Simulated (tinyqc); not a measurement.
Inside a calculation. Model: hydrogen passivation and dissociation of interface defects with a spread of activation energies. Computed by tinyqc, a small Python program that keeps every step. Command: `OMP_NUM_THREADS=1 python tinyqc.py 3029133 3029134 out.jsonl passivation walk`. One thread of a shared host (Intel(R) Xeon(R) Processor @ 2.30GHz), about 0.01 s of CPU time with the checks. Intermediate numbers are printed to about 5 digits and carried at full precision; extremes and crossings named in words are read from the listed rows.

All defects start passivated and lose hydrogen by HP -> P + H; no hydrogen is supplied. Activation energies are normally distributed.

Inputs (values chosen for the exercise, for a model interface):
```
quantity                        value   unit
defect density N_0            1.7e+12  cm^-2
mean dissociation energy E_d     2.81     eV
spread s_d                       0.12     eV
prefactor k_d0                4.5e+13    1/s
anneal temperature T              880      K
anneal time t                    8400      s
```

Ambient: vacuum.

Constants: k_B = 8.617333262e-05 eV/K.

## Sites at the mean energies

b = k_d0 exp(-E_d/k_B T); the active share of one kind of site is 1 - exp(-b t).

dissociation rate b = 0.0036332 1/s

active share, single energy = 1

## A five-point average

Gauss-Hermite nodes for a unit normal variable, z = 0, +/-1.355626, +/-2.856970 with weights 0.533333, 0.222076, 0.011257; the energy is E_d + s_d z.

Nodes:
```
z            weight  energy (eV)  rate (1/s)  active share
-2.856970  0.011257       2.4672  3.3398e-01        1.0000
-1.355626  0.222076       2.6473  3.1040e-02        1.0000
0.000000   0.533333       2.8100  3.6332e-03        1.0000
1.355626   0.222076       2.9727  4.2525e-04        0.9719
2.856970   0.011257       3.1528  3.9523e-05        0.2825
```

active share, five points = 0.98568

Caution: the spread exceeds 1.3 k_B T, so the integrand is step-like and five points are a rough average.

## Average over the spread

Full average: z from -5 to 5 in steps of 0.125 with normalised weights exp(-z^2/2), energy = mean + spread x z.

active share = 0.98151

active defects = 1.6686e+12 cm^-2

The spread changes the active share from 1.00 to 0.982.

## Isochronal anneals

The formulas are those given above.

Same time, other temperatures:
```
T (K)     b (1/s)  active share, single energy  active share, spread
700    2.6430e-07                   2.2177e-03                0.0136
750    5.8999e-06                   4.8351e-02                0.1385
800    8.9329e-05                   5.2780e-01                0.5411
850    9.8242e-04                   9.9974e-01                0.9090
900    8.2776e-03                   1.0000e+00                0.9952
950    5.5729e-02                   1.0000e+00                0.9999
1000   3.1005e-01                   1.0000e+00                1.0000
1050   1.4649e+00                   1.0000e+00                1.0000
1100   6.0099e+00                   1.0000e+00                1.0000
```

Hydrogen is lost over a window: solving the same formulas, the share goes from 10 to 90 % within 106 K with the spread and 59 K without, since weakly bound sites go early and strongly bound ones late; half is lost near 796 K, where k_B T ln(k_d0 t) is about E_d.

## Isothermal kinetics

Times are decades about 1/b of the mean site. The last column is the part of the change still to come; rows stop once it is below 1e-5.

Against time:
```
t (s)   active share, single energy  active share, spread  unreacted part
0.3                      1.0894e-03               0.00373      9.9627e-01
3                        1.0840e-02               0.03298      9.6702e-01
30                       1.0326e-01               0.20107      7.9893e-01
300                      6.6377e-01               0.61674      3.8326e-01
3000                     9.9998e-01               0.93573      6.4274e-02
30000                    1.0000e+00               0.99743      2.5705e-03
300000                   1.0000e+00               0.99998      1.9457e-05
```

A single energy finishes within about two decades of time. With the spread the unreacted part is 0.97 at 3 s and still 0.064 at 3000 s, where one energy leaves 1.8e-5: a width of s/k_B T = 1.58 in ln(rate) stretches the decay markedly.

Checks made by the program: the average on a grid twice as fine (relative difference 4e-08).
